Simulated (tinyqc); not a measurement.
Lossy interposer transmission line with skin effect: one step of the calculation.

A uniform line in a homogeneous dielectric: c = sqrt(er)/(c0 Z0), l = Z0 sqrt(er)/c0 (c0 = 299792458 m/s), g = w c td, w = 2 pi f. The resistance joins its limits as r = sqrt(r_dc^2 + r_hf^2), with r_dc = rho/(wd th), r_hf = kr rho/(2 delta (wd + th)), delta = sqrt(rho/(pi f mu0)), mu0 = 4 pi 1e-7 H/m; this is an interpolation, and internal inductance, up to 0.05 nH/mm at low frequency, is neglected.

Task. Reflection, input impedance and transfer. ZL = 1/(1/RL + i w CL); reflection (ZL - Zc)/(ZL + Zc); Zin = Zc (ZL + Zc tanh(gamma len))/(Zc + ZL tanh(gamma len)); H = V_load/V_source = [Zin/(Zin + Rg)]/[cosh(gamma len) + (Zc/ZL) sinh(gamma len)].

Parameters, values chosen for the exercise:
```
symbol,value,unit,meaning
Rg,25,ohm,source resistance
RL,1e5,ohm,load resistance
CL,100,fF,load capacitance
f,10,GHz,frequency
```

gamma len = 0.7318981+7.2620170i
Zc = 40.202306-3.646068i ohm

Give: ZL; reflection at the load; Zin; H; |H|.

Result.

ZL = 0.25-159.15i ohm
reflection at the load = 0.84222-0.45468i
Zin = 26.749-10.630i ohm
H = 0.19860-0.55699i
|H| = -4.5634 dB

Program tinyqc, `OMP_NUM_THREADS=1 python tinyqc.py 2810105 2810106 out.jsonl`; Intel Xeon 2.30GHz, shared host, one thread, about 0.01 s.
